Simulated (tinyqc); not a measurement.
Inside a calculation. Model: stacked nanosheet transistor, parasitic resistance, capacitance and delay.

Numbers from tinyqc (`OMP_NUM_THREADS=1 python tinyqc.py 2170152 2170153 out.jsonl`; about 0.09 s on one thread of a shared Intel Xeon 2.30GHz). Printed values are rounded.

Ns sheets share one contact on top; each has perimeter p = 2 (Ws + ts) and cross-section A = Ws ts; contact width Wc = Ws + 10 nm, stack height Hs = Ns pv. Sheet 1 is the top one. Contact length Lc = CPP - Lg - 2 Lsp, shared by two neighbouring gates. Source and drain sides are equal. The formulas are first-order estimates, not field solutions.

Values chosen for this exercise; values close to those of silicon logic devices:

| symbol | value | unit | meaning |
|---|---|---|---|
| T | 300 | K | temperature |
| Ns | 3 |  | number of sheets |
| Ws | 15 | nm | sheet width |
| ts | 4 | nm | sheet thickness |
| pv | 18 | nm | vertical pitch of the sheets |
| rv | 179 | ohm | vertical resistance between sheet levels |
| CPP | 54 | nm | contacted gate pitch |
| Lg | 18 | nm | gate length |
| Lsp | 5 | nm | spacer length |
| ks | 3.3 |  | relative permittivity of the spacer |
| Hc | 20 | nm | gate height above the channel stack |
| rc | 7.4e-10 | ohm cm^2 | contact resistivity |
| re | 0.00025 | ohm cm | resistivity of the source-drain epitaxy |
| te | 20 | nm | current-carrying depth of the epitaxy |
| rx | 0.00051 | ohm cm | resistivity of the extension |
| Lov | 1 | nm | gate overlap |
| Cinv | 2.2 | uF/cm^2 | inversion capacitance |
| vx | 1.1e7 | cm/s | injection velocity |
| mu | 130 | cm^2/(V s) | apparent mobility |
| VT | 0.24 | V | threshold at zero drain voltage |
| dl | 0.032 | V/V | barrier lowering |
| n | 1.22 |  | subthreshold factor |
| Cw | 0.19 | fF | wire load |
| Vdd | 0.75 | V | supply voltage |

Constants: q = 1.602176634e-19 C, kB = 1.380649e-23 J/K, eps0 = 8.8541878128e-12 F/m, Vt = kB T/q. Results are converted to the units shown.

## Geometry and resistances

Epitaxy sheet resistance Rsh = re/te, transfer length LT = sqrt(rc/Rsh), contact Rc = [sqrt(rc Rsh)/Wc] coth(Lc/(2 LT)); extension of one sheet Rx = rx Lsp/A. Effective width N p; for equal currents and rv = 0 one side has Rc + Rx/N.

Lc = 26 nm
effective width = 114 nm
Rsh = 125 ohm
LT = 24.33105 nm
Rc = 248.9575 ohm
Rx = 425 ohm
one side times effective width = 44.53116 ohm um

Lc/2 is 0.53 transfer lengths, and Rc is 9.3 % above the area limit rc/(Wc Lc/2). The contact makes up 63.7 % of one side.

## Capacitances

With N sheets: gate Cg = Cinv p N Lg; per side, plate Cp = ks eps0 [Wc (Hs + Hc) - N A]/Lsp, top fringe Cf = (2/pi) ks eps0 Wc ln(1 + Lg/(2 Lsp)), overlap Co = Cinv p N Lov. Cs = Cp + Cf + Co. An inverter of two such devices driving an equal one has the load CL = 2 (Cg + 2 Cs) + 4 Cs + Cw (its own drains counted twice for the Miller effect).

Cg = 45.14400 aF
Cp = 9.759086 aF
Cf = 0.4788059 aF
Co = 2.508 aF
CL = 382.2551 aF

The channel capacitance gives 23.6 % of CL, the parasitic parts 26.7 % and the wire 49.7 %.

## Iteration 1: sheet currents at Vgs = Vdd, Vds = Vdd/2

I at the start (uA): sheet 1 0, sheet 2 0, sheet 3 0

One sheet: I = p Q vx u/(1 + |u|^1.8)^(1/1.8), Q = Cinv n Vt ln(1 + exp((Vg' - VT + dl Vd')/(n Vt))), u = Vd' mu/(vx Lg), Vg' = Vgs - v, Vd' = Vds - 2 v, with the drop on each side v_j = Rc sum I + rv (sum over levels k = 2..j of the current of sheets k..Ns) + Rx I_j. I(new) = I(out).

drop v (mV): sheet 1 0, sheet 2 0, sheet 3 0
I(out) (uA): sheet 1 43.42863, sheet 2 43.42863, sheet 3 43.42863
I after iteration 1 (uA): sheet 1 43.42863, sheet 2 43.42863, sheet 3 43.42863

## Iteration 2: sheet currents at Vgs = Vdd, Vds = Vdd/2

As before.

drop v (mV): sheet 1 50.89282, sheet 2 66.44027, sheet 3 74.21399
I(out) (uA): sheet 1 36.42705, sheet 2 33.96828, sheet 3 32.65470
I after iteration 2 (uA): sheet 1 36.42705, sheet 2 33.96828, sheet 3 32.65470

## Course of the iteration: sheet currents at Vgs = Vdd, Vds = Vdd/2

Stop when the largest change of I is below 1e-6 uA, or after 80 iterations.

Course of the iteration:
```
iteration	total I (uA)	largest |change| of one entry (uA)
1	130.2859	43.4
2	103.0500	10.8
3	109.5692	2.78
4	108.0347	0.668
5	108.3996	0.160
6	108.3129	0.0382
7	108.3335	9.11e-3
8	108.3286	2.17e-3
9	108.3298	5.16e-4
10	108.3295	1.23e-4
11	108.3296	2.92e-5
12	108.3295	6.96e-6
13	108.3295	1.66e-6
14	108.3295	3.94e-7
```

Converged in 14 iterations. At the end each change is about 0.24 times the one before: linear convergence. The bottom sheet carries 92.8 % of the current of the top one.

## Effective current, delay and energy

IH = I(Vdd, Vdd/2) = 108.3295 uA
IL = I(Vdd/2, Vdd), solved likewise = 37.34331 uA

Ieff = (IH + IL)/2, delay CL Vdd/(2 Ieff), energy CL Vdd^2, with CL the load of an inverter that drives an equal one.

Ieff = 72.83643 uA
delay = 1.968049 ps
energy = 215.0185 aJ

Without any series resistance Ieff would be 86.4 uA, so the resistances cost 15.7 %.
